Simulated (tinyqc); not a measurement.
Voltage acceleration of oxide breakdown, four models on the same data: lifetime against voltage in four models.

Field E = V/tox in MV/cm. Models: ln(t63/1 s) = a - c X with X = E (E model), -1/E (1/E model), ln V (power law, c the exponent n) or sqrt(E).

a and c were fitted to stress data from 5.13 to 7.21 V. Project to Vu, multiply by exp[(Ea q/kB)(1/Tu - 1/Ts)] and by ks; ten years are 3.15576e8 s.

Values chosen for this exercise:
- tox = 5.3 nm (oxide thickness)
- Ts = 398 K (stress temperature)
- Tu = 378 K (use temperature)
- Ea = 0.67 eV (activation energy)
- ks = 8.6e-6 (factor for area and percentile)

Constants: q = 1.602176634e-19 C, kB = 1.380649e-23 J/K. Results are converted to the units shown.

```
model         c         a
E       3.20609   43.0342
1/E     424.002  -31.4194
power   37.1373   72.9320
sqrt E  21.8628   80.1269
```

Lifetime against voltage in four models:
```
Vu (V)  log10 years, E  log10 years, 1/E  log10 years, power  log10 years, sqrt E
2.48           0.05846             13.59               4.909                2.144
3               -1.308             6.771               1.839              0.09313
3.51            -2.648             2.044             -0.6930               -1.752
4.03            -4.014            -1.544              -2.921               -3.499
4.54            -5.353            -4.264              -4.843               -5.107
5.06            -6.720            -6.473              -6.592               -6.655
5.57            -8.059            -8.239              -8.141               -8.098
6.09            -9.426            -9.736              -9.580               -9.503
```

Read the table: what changes, and by how much?

The four agree within 0.31 decades in the last row, inside the stress range, and part by 13.5 decades in the first. The local exponent -d ln t/d ln V is c E for the E model, which shrinks as V falls, constant for the power law, and c/E for the 1/E model, which grows as V falls.

Range of the model: All four laws are empirical fits; none is established far below the stress range.

tinyqc, about 0.01 s, one thread, Intel Xeon 2.30GHz (shared host): `OMP_NUM_THREADS=1 python tinyqc.py 2070103 2070104 out.jsonl`
